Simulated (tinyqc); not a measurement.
Strength of the heavy-light coupling: shallow acceptor in the spherical four-band model.

The ground state 1S3/2 has an L = 0 part f(r) and an L = 2 part g(r). In units of Ry* and a*, with Gaussians f_i = exp(-a_i r^2), g_i = r^2 exp(-a_i r^2), A = a_i + a_j and I(n) = Gamma((n + 1)/2)/(2 A^((n + 1)/2)): S_ff = I(2), S_gg = I(6), H_ff = (6 a_i a_j/A) I(2) - 2 I(1), H_gg = (14 a_i a_j/A) I(6) - 2 I(5), H_fg = -mu [15 I(2) - 20 a_j I(4) + 4 a_j^2 I(6)]; each function is then normalised. The split-off band is left out.

Converged values use 22 exponents 2.2^i, i = -7 to 14, for f and for g.

Inputs chosen for the exercise (out of a larger set: near those of a shallow acceptor in GaSb; not measured data): mus = (0.07, 0.35, 0.48, 0.67, 0.71, 0.8, 0.92) (couplings).

Ry* = 3.9644 meV

Converged values in Ry* and a*; the heavy-mass hydrogen model gives 1/(1 - mu).

Results:

| mu | binding (Ry*) | 1/(1 - mu) | ratio | L = 2 weight | <r> (a*) | binding (meV) |
|---|---|---|---|---|---|---|
| 0.07 | 1.004 | 1.075 | 0.934 | 0.002 | 1.494 | 4.0 |
| 0.35 | 1.125 | 1.538 | 0.731 | 0.053 | 1.358 | 4.5 |
| 0.48 | 1.268 | 1.923 | 0.659 | 0.101 | 1.225 | 5.0 |
| 0.67 | 1.727 | 3.030 | 0.570 | 0.203 | 0.933 | 6.8 |
| 0.71 | 1.906 | 3.448 | 0.553 | 0.230 | 0.853 | 7.6 |
| 0.80 | 2.580 | 5.000 | 0.516 | 0.298 | 0.647 | 10.2 |
| 0.92 | 5.863 | 12.500 | 0.469 | 0.408 | 0.298 | 23.2 |

How do the results move, and what explains it?

The binding starts as 1 + O(mu^2), 1.004 at mu = 0.07, since the coupling enters in second order, and reaches 5.86 at mu = 0.92. The ratio to the heavy-mass model falls from 0.93 to 0.47, towards about 0.44 as mu goes to 1: the bound hole is only partly heavy. The L = 2 weight grows to 0.41 and the radius shrinks by a factor 5.0.

tinyqc: `OMP_NUM_THREADS=1 python tinyqc.py 1251047 1251048 out.jsonl`; about 0.09 s, one thread, shared Intel(R) Xeon(R) Processor @ 2.30GHz.
